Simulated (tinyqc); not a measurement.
Comparisons within one model: band gaps under pressure and temperature from deformation potentials. A value that a table varies takes the place of the one given here.

Murnaghan: V/V0 = (1 + Bp P/B0)^(-1/Bp), B0 = (C11 + 2 C12)/3. Each gap moves by a ln(V/V0) with its volume potential a, and falls with temperature by aV T^2/(T + bV) (Varshni); the two effects are added. No change of phase is considered.

Constants: hc = 1239.841984 eV nm.

Parameters, chosen for this exercise (near those of GaAs, the X and L potentials typical of such crystals; shifted at random, so the results belong to these values and not to a real crystal):
- Eg = 1.509 eV (gap at Gamma to the s-like level at 0 K, 0 GPa)
- EgX = 1.944 eV (gap to X at 0 K, 0 GPa)
- EgL = 1.848 eV (gap to L at 0 K, 0 GPa)
- C11 = 124.1 GPa
- C12 = 56.7 GPa
- Bp = 3.92 (pressure derivative of the bulk modulus)
- aG = -8.31 eV (volume potential of the Gamma gap)
- aX = 1.93 eV (volume potential of the X gap)
- aL = -2.92 eV (volume potential of the L gap)
- aV = (0.52, 0.464, 0.634) meV/K (Varshni alpha of Gamma, X, L)
- bV = (215, 198, 215) K (Varshni beta of Gamma, X, L)
- T = 400 K (temperature)
- P = 1.7 GPa (pressure)

## Gaps against pressure

The last column is the linear form E0 + c1 P for Gamma, c1 = -aG/B0.

Gaps (eV):
```
P (GPa),ln(V/V0),Gamma,X,L,lowest,"Gamma, linear"
0.00,0.0000,1.374,1.820,1.683,Gamma,1.374
1.00,-0.0123,1.476,1.796,1.719,Gamma,1.479
2.00,-0.0241,1.574,1.773,1.753,Gamma,1.584
3.00,-0.0353,1.667,1.752,1.786,Gamma,1.689
4.00,-0.0461,1.757,1.731,1.818,X,1.794
5.00,-0.0564,1.843,1.711,1.848,X,1.899
6.00,-0.0664,1.925,1.692,1.877,X,2.004
7.00,-0.0759,2.005,1.673,1.905,X,2.108
8.00,-0.0851,2.081,1.656,1.932,X,2.213
```

Over 8 GPa Gamma moves by +0.707, L by +0.249 and X by -0.164 eV. The lowest valley changes: Gamma to X between 3.00 and 4.00 GPa, and the fundamental gap peaks at 1.731 eV on these points. The linear form overshoots by 132 meV at the end, because the crystal stiffens; the gap is linear in ln V, not in P.

## Gaps against temperature

At the pressure P; wavelength hc/E of the lowest gap.

Gaps (eV):
```
T (K),Gamma,X,L,lowest,wavelength (nm)
0,1.6803,1.9042,1.9082,Gamma,737.9
50,1.6754,1.8995,1.9022,Gamma,740.0
100,1.6638,1.8886,1.8881,Gamma,745.2
200,1.6302,1.8576,1.8471,Gamma,760.5
300,1.5895,1.8204,1.7974,Gamma,780.0
400,1.5450,1.7801,1.7433,Gamma,802.5
500,1.4985,1.7380,1.6865,Gamma,827.4
600,1.4506,1.6949,1.6282,Gamma,854.7
```

From 0 to 100 K the Gamma gap falls by 16.5 meV, from 500 to 600 K by 47.9 meV: quadratic below bV, linear with a slope tending to aV = 0.52 meV/K above. Gamma stays lowest. A pressure of 0.87 GPa, with the slope -aG/B0 at zero pressure, would undo the fall of the Gamma gap from 0 to 300 K.

## What each parameter does

Gaps at P and T. Each row changes one parameter from the base and keeps the others.

Results:
```
case,Gamma (eV),X (eV),L (eV)
base,1.5450,1.7801,1.7433
T = 450 K,1.5220,1.7592,1.7151
C11 = 111.69 GPa,1.5541,1.7780,1.7464
C12 = 51.03 GPa,1.5533,1.7781,1.7462
Bp = 4.312,1.5444,1.7802,1.7430
aG = -7.479 eV,1.5279,1.7801,1.7433
aX = 1.737 eV,1.5450,1.7840,1.7433
aL = -3.212 eV,1.5450,1.7801,1.7493
P = 1.53 GPa,1.5285,1.7839,1.7375
```

The largest shifts from the base row, up to three for each result and ties (the steps differ in size, so this ranks the rows, not the parameters). Gamma (eV): T -0.0231, aG -0.0171, P -0.0165; unchanged at the printed digits by aX and aL. X (eV): T -0.0209, aX +0.0040, P +0.0038; unchanged at the printed digits by aG and aL. L (eV): T -0.0281, aL +0.0060, P -0.0058; unchanged at the printed digits by aG and aX.

Run: tinyqc, `OMP_NUM_THREADS=1 python tinyqc.py 1050622 1050623 out.jsonl`; Intel(R) Xeon(R) Processor @ 2.30GHz, one thread, shared host; about 0.01 s of CPU time with all checks.
